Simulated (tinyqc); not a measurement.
All together: low-temperature mobility of a two-dimensional electron gas with static screening. Computed by tinyqc, a small Python program. Command: `OMP_NUM_THREADS=1 python tinyqc.py 3004503 3004504 out.jsonl twodeg walk`. One thread of a shared host (Intel(R) Xeon(R) Processor @ 2.30GHz), about 0.01 s of CPU time with the checks.

One subband is filled, the gas is degenerate and scatters at the Fermi circle; one permittivity serves on both sides of the interface. All formulas are in SI units, masses times m_0. Piezoelectric and polar phonons are left out, and n_s is taken as set by a gate, independent of N_i.

Inputs (values chosen for the exercise, modelled on a silicon inversion layer):
```
quantity,value,unit
in-plane mass m,0.195,m_0
mass across the layer m_z,0.891,m_0
permittivity eps,11.6,-
valley degeneracy g_v,2,-
sheet density n_s,9.9e+12,1/cm^2
depletion charge N_d,2.3e+10,1/cm^2
roughness height Delta,0.57,nm
correlation length Lambda,9.7,nm
remote charge density N_i,1.5e+12,1/cm^2
distance d of the charges from the interface,0.75,nm
density rho,2329,kg/m^3
sound velocity v_l,8950,m/s
deformation potential D_A,11,eV
temperature T,20,K
```

Wave function: ideal sheet. Roughness spectrum: Gaussian.

Constants: m_0 = 9.1093837015e-31 kg; e = 1.602176634e-19 C; eps_0 = 8.8541878128e-12 F/m; hbar = 1.054571817e-34 J s; k_B = 1.380649e-23 J/K.

Method:
- k_F = sqrt(2 pi n_s/g_v); E_F = hbar^2 k_F^2/(2 m); q_TF = g_v m e^2/(2 pi eps eps_0 hbar^2); Fang-Howard parameter b = [12 m_z e^2 (N_d + 11 n_s/32)/(eps eps_0 hbar^2)]^(1/3), mean depth 3/b; effective field F = e (N_d + n_s/2)/(eps eps_0).
- Form factors of a sheet of zero thickness: G(q) = 1, P(q) = exp(-q d). Dielectric function eps(q) = 1 + q_TF G(q)/q, with q = 2 k_F sin(theta/2).
- Roughness: <|U|^2> = (e F)^2 S(q), S = pi Delta^2 Lambda^2 exp(-q^2 Lambda^2/4).
- 1/tau_t = (m/(pi hbar^3)) int_0^pi (1 - cos theta) <|U|^2>/eps(q)^2 dtheta; the quantum rate 1/tau_q drops the factor (1 - cos theta); 200 Gauss-Legendre points in s with theta = pi s^2, s from 0 to 1; mu = e tau_t/m.
- Remote charges: <|U|^2> = N_i [e^2 P(q)/(2 eps eps_0 q)]^2.
- Unscreened deformation potential in equipartition: 1/tau = m D_A^2 k_B T I/(rho v_l^2 hbar^3), I = int |psi|^4 dz = 3 b/16 for the Fang-Howard function (used for both wave-function options); mu = e tau/m. Bloch-Grueneisen temperature T_BG = 2 hbar v_l k_F/k_B.
- At the Fermi circle the rates add, so 1/mu is the sum; sheet resistance 1/(n_s e mu); mean free path hbar k_F mu/e; the quantum time adds the rates 1/tau_q, with the isotropic acoustic rate e/(m mu).

roughness mobility = 41808.9 cm^2/(V s)

remote-charge mobility = 4434.67 cm^2/(V s)

acoustic mobility = 35295.2 cm^2/(V s)

k_F = 0.557690 1/nm

tau_q, roughness = 0.437290 ps

tau_q, charges = 0.203229 ps

Mobilities:
```
process,mu (cm^2/(V s)),share of 1/mu (%)
roughness,41809,8.6116
remote charges,4434.7,81.188
acoustic phonons,35295,10.201
```

mobility mu = 3600.4 cm^2/(V s)

sheet resistance = 175.11 ohm

mean free path = 132.16 nm

Dingle ratio tau_t/tau_q = 2.9790

What does the comparison show, and why?

The largest single share of 1/mu (81 %) belongs to remote charges: they are many or near enough that screening leaves their potential the strongest. The Dingle ratio of 2.98 lies between the short-range and smooth limits. Caution: T is below the Bloch-Grueneisen temperature T_BG, so equipartition fails: the acoustic mobility is only a lower bound and the acoustic share of 1/mu is overstated.

Extremes, crossings and ranges named in words are read from the listed rows.
